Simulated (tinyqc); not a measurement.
Inside a calculation. Model: power transistor in saturation, electro-thermal loop.

Computed by the program tinyqc: `OMP_NUM_THREADS=1 python tinyqc.py 2520142 2520143 out.jsonl`, one thread of a shared Intel Xeon 2.30GHz, about 0.01 s for the whole run. Printed values are rounded.

One temperature T for the device, T = T0 + Rth P(T), with P(T) = V I0 (T/300 K)^(-al) [1 + kv (T - 300 K)/Vov]^2. The loop gain is Rth dP/dT; a solution is thermally stable when it is below one.

Values chosen for this exercise: ambient temperature T0 = 360 K; drain voltage V = 12 V; saturation current at 300 K I0 = 1.3 A; exponent of the mobility al = 1; overdrive at 300 K Vov = 2.1 V; fall of the threshold with temperature kv = 3.4 mV/K; thermal resistance Rth = 12 K/W.

## Iteration 1: temperature by Newton steps

T at the start = 360 K

P(T) = V I0 (T/300 K)^(-al) [1 + kv (T - 300 K)/Vov]^2; P'(T) = P [-al/T + 2 kv/(Vov + kv (T - 300 K))]; G = Rth P'; T(new) = T + (T0 + Rth P - T)/(1 - G).

P = 15.6484 W
G = 0.0326008
T after iteration 1 = 554.109 K

## Iteration 2: temperature by Newton steps

As before.

P = 16.8252 W
G = 0.0988353
T after iteration 2 = 562.757 K

## Course of the iteration: temperature by Newton steps

Stop when T changes by less than 1e-6 K, or after 200 iterations.

Course of the iteration:
```
iteration    T (K)  |change| (K)
1          554.109           194
2          562.757          8.65
3          562.764       7.15e-3
4          562.764       4.73e-9
```

Converged in 4 iterations. At the end the number of correct digits about doubles with each step.

## Loop gain and effective thermal resistance

converged T = 562.764 K

P(T) = V I0 (T/300 K)^(-al) [1 + kv (T - 300 K)/Vov]^2; P'(T) = P [-al/T + 2 kv/(Vov + kv (T - 300 K))]; G = Rth P'. A small change of T0 changes T by 1/(1 - G) times as much.

P = 16.8970 W
G = 0.100312
dT/dT0 = 1.11150

The feedback is positive: heating raises the power.
